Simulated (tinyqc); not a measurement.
Trap-assisted generation and recombination current of an abrupt junction: one step, computed by the program tinyqc. Command: `OMP_NUM_THREADS=1 python tinyqc.py 3031897 3031898 out.jsonl junctionleak walk`. One thread of a shared host (Intel(R) Xeon(R) Processor @ 2.30GHz), about 0.02 s of CPU time with the checks.

Depletion approximation, flat quasi-Fermi levels across the depleted layer, long neutral regions with minority lifetimes tau_n and tau_p, full ionisation and Boltzmann statistics. Voltages in exponents stand for e V.

Question. Depleted layer under reverse bias. W = sqrt(2 eps eps_0 (V_bi - V)(1/N_A + 1/N_D)/e), x_p = W N_D/(N_A + N_D), x_n = W - x_p, peak field F_m = 2 (V_bi - V)/W; reverse bias means V = -V_r.

Inputs (values chosen for the exercise, with bands and screening modelled on CdTe):

| quantity | value | unit |
|---|---|---|
| electron mass m_e | 0.0995 | m_0 |
| valleys M_c | 1 | - |
| dielectric constant eps | 9.82 | - |
| acceptor density N_A | 2e+16 | cm^-3 |
| donor density N_D | 3.3e+18 | cm^-3 |
| reverse bias V_r | 6.6 | V |
| temperature T | 300 | K |

Field enhancement: Hurkx tunnelling factor.

V_bi = 1.410081 V

Constants: eps_0 = 8.8541878128e-12 F/m; e = 1.602176634e-19 C.

Give: W; x_p; x_n; peak field F_m.

Answer.

W = 661.3 nm

x_p = 657.3 nm

x_n = 3.984 nm

peak field F_m = 2.422e+05 V/cm

Caution: one side is doped near or above its effective density of states, so Boltzmann statistics understate V_bi.
